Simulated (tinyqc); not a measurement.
# Changing the defect mass M'

Model: vibrations of a mass or spring defect in a linear chain. Computed by tinyqc, a small Python program. Command: `OMP_NUM_THREADS=1 python tinyqc.py 3021741 3021742 out.jsonl localmode sweep`. One thread of a shared host (Intel(R) Xeon(R) Processor @ 2.30GHz), about 0.06 s of CPU time with the checks.

A ring of N atoms with nearest-neighbour springs k and motion along the chain. Atom 1 is the defect, of mass M', and its two springs are k'. All other atoms have the mass M.

Inputs (values chosen for the exercise, for a model chain): spring constant k = 2.54 eV/angstrom^2; host mass M = 25.6 u; spring ratio k'/k at the defect = 1.2.

Host: monatomic.

Constants: nu for 1 eV/(angstrom^2 u) = 15.6333042 THz.

Method:
- Host band: lambda from 0 to 4k/M.
- nu = 15.6333042 THz x sqrt(lambda), lambda in eV/(angstrom^2 u).
- D_ii = (sum of the two springs at i)/M_i, D_ij = -k_ij/sqrt(M_i M_j) for neighbours, closed into a ring.
- The same matrix for 120 atoms; amplitudes are the mass-weighted eigenvector, in size, relative to the defect, for the highest mode; its weight is the squared component of the normalised eigenvector on the defect.

One run for each value:
```
defect mass M' (u),ratio to the top of the host band,weight of the highest mode on the defect,"highest frequency, long ring (THz)"
1.0,3.958,9.802e-01,38.98
1.6,3.148,9.681e-01,31.00
2.6,2.494,9.475e-01,24.56
4.1,2.017,9.156e-01,19.86
6.4,1.653,8.643e-01,16.28
10.0,1.375,7.785e-01,13.55
16.0,1.165,6.213e-01,11.47
26.0,1.034,3.337e-01,10.18
40.0,1.000,1.069e-03,9.85
64.0,1.000,1.499e-05,9.85
```

Describe and explain the trends.

Over the rows, ratio to the top of the host band falls from 3.96 to 1.000; weight of the highest mode on the defect falls from 0.980 to 1.50e-5 (exponent d ln y / d ln x -0.026 between the first rows and -9.1 between the last); highest frequency, long ring (THz) falls from 39.0 to 9.85. At the low end the exponent of highest frequency, long ring is -0.49, close to -0.50: a very light atom vibrates against nearly fixed neighbours. At the high end the exponent of highest frequency, long ring is 0.00, close to 0: the defect atom hardly takes part in the top mode. A mode above the band (ratio over 1.0005) appears for M' up to 26.0 u among these rows, 1.0 of the mass replaced.

Extremes, crossings and ranges named in words are read from the listed rows.
